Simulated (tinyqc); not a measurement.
Stress from a rosette of three resistors.

Inverse problem. In the (001) plane dR/R(0) = p11 sxx + p12 syy, dR/R(90) = p12 sxx + p11 syy and dR/R(45) = (p11 + p12)(sxx + syy)/2 + p44 sxy. Find the three stresses.

Values chosen for this exercise: piezoresistive coefficient p11 = -108 x 1e-11/Pa; piezoresistive coefficient p12 = 52.8 x 1e-11/Pa; piezoresistive coefficient p44 = -13 x 1e-11/Pa.

dR/R at 0, 45 and 90 degrees (%): [12.794400, 9.227, 4.5936000]

Solution. The first and third give sxx and syy; the 45-degree value less their mean is p44 sxy.

sxx = -183.0 MPa
syy = -132.0 MPa
sxy = -41.00 MPa

Numbers from tinyqc (`OMP_NUM_THREADS=1 python tinyqc.py 2530083 2530084 out.jsonl`; about 0.01 s on one thread of a shared Intel Xeon 2.30GHz).
